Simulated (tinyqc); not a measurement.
Inside a calculation. Method: coherent transport through a tight-binding region between two chains. Computed by tinyqc, a small Python program that keeps every step. Settings: temperature = 300, mu = 0.5. Command: `OMP_NUM_THREADS=1 python tinyqc.py 26012 26013 out.jsonl` (the two numbers bound the seeds that draw the settings). One thread of a shared host (Intel(R) Xeon(R) Processor @ 2.60GHz), about 0.08 s of CPU time with the checks.

## Transmission at E = -0.74 eV

H of the central region (eV):
```
           1          2
1   0.000000  -1.630000
2  -1.630000   0.000000
```

Leads: semi-infinite chains with site energy 0:
```
parameter                           value
lead hopping t (eV)              2.060000
coupling to the left lead (eV)   1.240000
coupling to the right lead (eV)  0.590000
left contact site                       1
right contact site                      2
```

E = -0.740000 eV

Surface Green function g = (E - i sqrt(4 t^2 - E^2)) / (2 t^2); self-energy tc^2 g on each contact site; G = (E - H - Sigma)^(-1); Gamma = -2 Im Sigma; T = Gamma_L Gamma_R |G_LR|^2; local density of states -Im G_ii / pi.

g = -0.087190-0.477543i 1/eV

G (1/eV):
```
                    1                   2
1  0.264822-0.140871i  0.648484-0.171662i
2  0.648484-0.171662i  0.163738-0.355937i
```

local density of states (1/eV): 0.044840  0.113298

transmission = 0.219707

## Transmission across the band

The same steps on a grid of energies.

T(E):
```
E (eV)              T
-3.91400000  0.001473
-3.52260000  0.006909
-3.13120000  0.020288
-2.73980000  0.057135
-2.34840000  0.172697
-1.95700000  0.465955
-1.56560000  0.512958
-1.17420000  0.325747
-0.78280000  0.226339
-0.39140000  0.184624
0.00000000   0.173066
0.39140000   0.184624
0.78280000   0.226339
1.17420000   0.325747
1.56560000   0.512958
1.95700000   0.465955
2.34840000   0.172697
2.73980000   0.057135
3.13120000   0.020288
3.52260000   0.006909
3.91400000   0.001473
```

levels of the isolated region (eV): -1.630000  1.630000

## Current

I = (2e/h) int T(E) [f(E - mu - V/2) - f(E - mu + V/2)] dE at 300 K with mu = 0.5 eV, the bias not changing H; 2e^2/h = 77.48092 microsiemens; the integral runs over the band on 4001 points.

Current:
```
V (volt)  I (microampere)
0.010000         0.149328
0.050000         0.746723
0.100000         1.493974
0.200000         2.992183
0.400000         6.018532
0.800000        12.319722
```
